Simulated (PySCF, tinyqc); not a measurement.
Inside a calculation (part 2 of 2). Method: RHF in the sto-6g basis, for H6, spin multiplicity 1. The lowest restricted solution is unstable here: a spin-polarised one lies 0.0188 hartree lower (PySCF). Computed by tinyqc, a small Python program that keeps every step (integrals from PySCF). Command: `OMP_NUM_THREADS=1 python tinyqc.py 24420 24421 out.jsonl` (the two numbers bound the seeds that draw the settings). One thread of a shared host (Intel(R) Xeon(R) Processor @ 2.60GHz), about 0.1 s of CPU time with the checks.

Geometry (angstrom):
```
atom         x         y         z
H     0.000000  0.000000  0.000000
H     0.000000  0.000000  1.098000
H     0.000000  0.000000  2.156000
H     0.000000  0.000000  3.254000
H     0.000000  0.000000  4.312000
H     0.000000  0.000000  5.410000
```

## Populations, bond orders and dipole

D after iteration 16, order 1H 1s, 2H 1s, 3H 1s, 4H 1s, 5H 1s, 6H 1s:
$$\begin{pmatrix}
0.746981 & 0.642510 & -0.169440 & -0.386422 & 0.049786 & 0.257293 \\
0.642510 & 0.665561 & 0.124949 & -0.137688 & -0.051880 & 0.049786 \\
-0.169440 & 0.124949 & 0.704767 & 0.608622 & -0.137688 & -0.386422 \\
-0.386422 & -0.137688 & 0.608622 & 0.704767 & 0.124949 & -0.169440 \\
0.049786 & -0.051880 & -0.137688 & 0.124949 & 0.665561 & 0.642510 \\
0.257293 & 0.049786 & -0.386422 & -0.169440 & 0.642510 & 0.746981
\end{pmatrix}$$

overlap S, order 1H 1s, 2H 1s, 3H 1s, 4H 1s, 5H 1s, 6H 1s:
$$\begin{pmatrix}
1.000000 & 0.441055 & 0.093111 & 0.013644 & 0.001723 & 0.000156 \\
0.441055 & 1.000000 & 0.463311 & 0.093111 & 0.014689 & 0.001723 \\
0.093111 & 0.463311 & 1.000000 & 0.441055 & 0.093111 & 0.013644 \\
0.013644 & 0.093111 & 0.441055 & 1.000000 & 0.463311 & 0.093111 \\
0.001723 & 0.014689 & 0.093111 & 0.463311 & 1.000000 & 0.441055 \\
0.000156 & 0.001723 & 0.013644 & 0.093111 & 0.441055 & 1.000000
\end{pmatrix}$$

Mulliken: Z minus the diagonal of D S on the atom; Loewdin: the same with S^(1/2) D S^(1/2); Mayer order: 2 sum_s sum (D(s) S)_ij (D(s) S)_ji over the two atoms.

Charges (e):
```
atom   Mulliken    Loewdin
1H    -0.009439  -0.020178
2H     0.006663   0.017006
3H     0.002776   0.003172
4H     0.002776   0.003172
5H     0.006663   0.017006
6H    -0.009439  -0.020178
```

Mayer bond orders:
```
pair      order
2-1    0.812062
3-1   -0.001445
3-2    0.184461
4-1    0.130996
4-2   -0.001282
4-3    0.687263
5-1   -0.000355
5-2    0.005069
5-3   -0.001282
5-4    0.184461
6-1    0.058653
6-2   -0.000355
6-3    0.130996
6-4   -0.001445
6-5    0.812062
```

dipole moment about the origin, x y z (debye): [0.000000, 0.000000, 0.000000]
